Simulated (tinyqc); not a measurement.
Inside a calculation. Model: metal gate on a two-layer dielectric stack with fixed charge and a dipole.

tinyqc, about 0.01 s, one thread, Intel Xeon 2.30GHz (shared host): `OMP_NUM_THREADS=1 python tinyqc.py 2010084 2010085 out.jsonl` Printed values are rounded.

Gate, layer 2, layer 1, p-type semiconductor; x runs from the gate inwards. Charges are counted in units of +q. psi is the band bending at the surface, positive towards inversion. Classical charge, Boltzmann statistics, no interface traps.

Inputs (values chosen for the exercise); band and dielectric values close to those of silicon, layer 1 close to silicon dioxide, layer 2 close to aluminium oxide:
- T = 300 K (temperature)
- Eg = 1.1 eV (band gap)
- eps_r = 11.8 (relative permittivity)
- Nc = 2.81e19 cm^-3 (conduction-band density of states at T)
- Nv = 2.63e19 cm^-3 (valence-band density of states at T)
- chi = 4.03 eV (electron affinity)
- Na = 4e17 cm^-3 (acceptor density)
- pM = 5.11 eV (work function of the gate metal)
- t1 = 2 nm (thickness of layer 1, next to the semiconductor)
- e1 = 3.93 (relative permittivity of layer 1)
- t2 = 4.3 nm (thickness of layer 2, next to the gate)
- e2 = 9.16 (relative permittivity of layer 2)
- Q1 = 1.3e12 cm^-2 (fixed charge at the semiconductor interface)
- Q2 = 2.3e12 cm^-2 (fixed charge between the layers)
- r1 = 0 cm^-3 (uniform charge density in layer 1)
- r2 = 2.7e18 cm^-3 (uniform charge density in layer 2)
- Vd = 0 V (flat-band shift by a dipole layer between the layers)
- ps = 0.775 V (band bending psi of the working point)

Constants: q = 1.602176634e-19 C, kB = 1.380649e-23 J/K, Vt = kB T/q, eps0 = 8.8541878128e-14 F/cm where lengths are in cm. Results are converted to the units shown.

## Equivalent thickness and work-function difference

EOT = 3.9 (t1/e1 + t2/e2), Cox = eps0/(t1/e1 + t2/e2); phi_ms = pM - (chi + Eg - Vt ln(Nv/Na)).

EOT = 3.81552 nm
Cox = 0.905023 uF/cm^2
share of layer 1 in the EOT = 52.0174 %
phi_ms = 0.0882128 V

## Flat-band voltage, term by term

EOT = 3.9 (t1/e1 + t2/e2), Cox = eps0/(t1/e1 + t2/e2); phi_ms = pM - (chi + Eg - Vt ln(Nv/Na)). Vfb = phi_ms + Vd - (q/eps0) [Q1 (t1/e1 + t2/e2) + Q2 t2/e2 + r1 (t1^2/(2 e1) + t1 t2/e2) + r2 t2^2/(2 e2)]: each charge counts with its electrical distance from the gate.

terms (V): phi_ms 0.088213, dipole 0.000000, Q1 -0.230141, Q2 -0.195372, r1 0.000000, r2 -0.049310
Vfb = -0.386610 V

Apart from phi_ms the largest term is that of Q1, -230 mV; all charges and the dipole together move Vfb by -475 mV.

## Threshold voltage

ni = sqrt(Nc Nv) exp(-Eg/(2 Vt)), Eg in volts, pB = Vt ln(Na/ni), Vth = Vfb + 2 pB + sqrt(4 q eps0 eps_r Na pB)/Cox.

ni = 1.56581e10 cm^-3
pB = 0.440931 V
depletion charge = 0.343650 uC/cm^2
Vth = 0.874966 V

## Charge in the semiconductor

ni = sqrt(Nc Nv) exp(-Eg/(2 Vt)), Eg in volts. Qs = -sign(psi) sqrt(2 q eps0 eps_r Na Vt [exp(-u) + u - 1 + (ni/Na)^2 (exp(u) - u - 1)]), u = psi/Vt.

Qs = -0.316825 uC/cm^2

The surface is depleted or weakly inverted.

## Fields and voltage drops

Gauss: D = -Qs just inside the semiconductor; going towards the gate subtract q Q1, then q r1 t1, q Q2 and q r2 t2. Field = D/(eps0 e); the drop over a layer is its mean field times its thickness; Vg = phi_ms + Vd + psi + both drops.

D, place layer 2, gate side to semiconductor surface (uC/cm^2): [-0.445971, -0.259959, 0.108542, 0.108542, 0.316825]
field, place layer 2, gate side to semiconductor surface (MV/cm): [-0.549873, -0.320524, 0.311930, 0.311930, 0.303242]
drop over layer 2 = -0.187135 V
drop over layer 1 = 0.0623859 V
Vg = 0.738463 V

The same Vg follows from Vfb + psi - Qs/Cox. The largest field, 0.550 MV/cm in size, is at: layer 2, gate side.
